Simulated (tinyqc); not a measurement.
# From one set of inputs to another, one input at a time

Model: scattering rates of a carrier in a spherical band by Fermi's golden rule. Computed by tinyqc, a small Python program. Command: `OMP_NUM_THREADS=1 python tinyqc.py 3005755 3005756 out.jsonl scatter ladder`. One thread of a shared host (Intel(R) Xeon(R) Processor @ 2.30GHz), about 0.01 s of CPU time with the checks.

All processes here are isotropic or elastic, and the rate listed is the momentum relaxation rate.

The inputs printed are set A. Inputs not listed in the table keep their values of set A, so the rows need not describe a real material.

Inputs (values chosen for the exercise, for a model non-polar semiconductor):

| quantity | value | unit |
|---|---|---|
| density-of-states mass of one valley m | 0.448 | m_0 |
| non-parabolicity alpha | 0.49 | 1/eV |
| static permittivity eps_s | 11.2 | - |
| density rho | 2520 | kg/m^3 |
| sound velocity v_l | 6090 | m/s |
| acoustic deformation potential D_A | 5.8 | eV |
| phonon energy hbar w | 32.5 | meV |
| optical or intervalley deformation potential D_o | 6.5 | 1e8 eV/cm |
| final valleys Z_f | 5 | - |
| ionised impurity density N_I | 2e+16 | 1/cm^3 |
| temperature T | 300 | K |
| carrier energy E | 42 | meV |
| neutral impurity density N_n | 3.4e+17 | 1/cm^3 |

Crystal: non-polar. Band: Kane. Impurity formula: Brooks-Herring. Further scattering: neutral impurities.

Constants: k_B = 8.617333262e-05 eV/K; eps_0 = 8.8541878128e-12 F/m; k_B = 1.380649e-23 J/K; e = 1.602176634e-19 C; hbar = 1.054571817e-34 J s; m_0 = 9.1093837015e-31 kg; hbar = 6.582119569e-16 eV s.

Method:
- Phonon occupation N_q = 1/(exp(hbar w/(k_B T)) - 1).
- Debye screening by free carriers of density N_I: L_s = sqrt(eps_s eps_0 k_B T/(e^2 N_I)).
- Kane band: hbar^2 k^2/(2 m) = E (1 + alpha E), speed v = hbar k/(m (1 + 2 alpha E)), states per spin, volume and energy g(E) = m k (1 + 2 alpha E)/(2 pi^2 hbar^2); overlap factors are set to 1. Masses are multiplied by m_0 and all formulas are in SI units.
- Acoustic deformation potential (elastic, equipartition, absorption and emission together): 1/tau = 2 pi k_B T D_A^2 g(E)/(hbar rho v_l^2).
- Singly charged impurities, momentum relaxation: 1/tau = N_I e^4 m (1 + 2 alpha E) Phi/(8 pi (eps_s eps_0)^2 hbar^3 k^3), with alpha = 0 for a parabolic band.
- Brooks-Herring: Phi = ln(1 + b) - b/(1 + b), b = 4 k^2 L_s^2.
- Optical or intervalley deformation potential: 1/tau = (pi Z_f D_o^2/(rho w)) [N_q g(E + hbar w) + (N_q + 1) g(E - hbar w)], with g = 0 below the band edge.
- Neutral impurities (Erginsoy): 1/tau = 20 N_n a_B hbar/m, a_B = 4 pi eps_s eps_0 hbar^2/(m e^2).
- Rates add: 1/tau_m is the sum, and the mean free path is v tau_m.

Each row keeps all changes above it:

| input moved | from | to | acoustic rate (1/s) | ionised-impurity rate (1/s) | momentum relaxation time tau_m (fs) |
|---|---|---|---|---|---|
| set A | - | - | 3.1331e+12 | 3.4481e+11 | 35.491 |
| ionised impurity density N_I (1/cm^3) | 2e+16 | 6.5e+16 | 3.1331e+12 | 9.1432e+11 | 34.788 |
| non-parabolicity alpha (1/eV) | 0.49 | 0.54 | 3.1490e+12 | 9.1554e+11 | 34.641 |
| static permittivity eps_s | 11.2 | 11.7 | 3.1490e+12 | 8.4597e+11 | 34.600 |
| acoustic deformation potential D_A (eV) | 5.8 | 10 | 9.3609e+12 | 8.4597e+11 | 28.479 |
| carrier energy E (meV) | 42 | 38 | 8.8578e+12 | 9.6303e+11 | 31.782 |
| sound velocity v_l (m/s) | 6090 | 8930 | 4.1196e+12 | 9.6303e+11 | 37.417 |
| density-of-states mass of one valley m (m_0) | 0.448 | 0.326 | 2.5572e+12 | 1.0597e+12 | 49.676 |

Which inputs carry the difference?

Acoustic rate goes from 3.13e12 to 2.56e12, a factor 0.816 in all. The largest single move comes from acoustic deformation potential D_A (a factor 2.97), but it runs against the net change; the largest move in the direction of the net change is sound velocity v_l (a factor 0.465). Ionised-impurity rate goes from 3.45e11 to 1.06e12, a factor 3.07 in all. The largest single move comes from ionised impurity density N_I (a factor 2.65). Momentum relaxation time tau_m goes from 35.5 to 49.7, a factor 1.40 in all. The largest single move comes from density-of-states mass of one valley m (a factor 1.33), and acoustic deformation potential D_A works against it (a factor 0.823). The single moves hold for this order of the switches; the total does not depend on the order.

Caution (rows set A, ionised impurity density N_I, non-parabolicity alpha, static permittivity eps_s, acoustic deformation potential D_A, carrier energy E, sound velocity v_l): k times the effective Bohr radius is below 1, so the Born approximation behind the Brooks-Herring rate is rough. Caution (all rows): Erginsoy's formula holds for k a_B below about 0.5 and for dopants that stay neutral, which means low temperature; elsewhere it is only a rough constant rate. Caution (rows acoustic deformation potential D_A, carrier energy E): hbar/tau is more than half the carrier energy, so the golden rule and a sharp energy lose their meaning.

Extremes, crossings and ranges named in words are read from the listed rows.
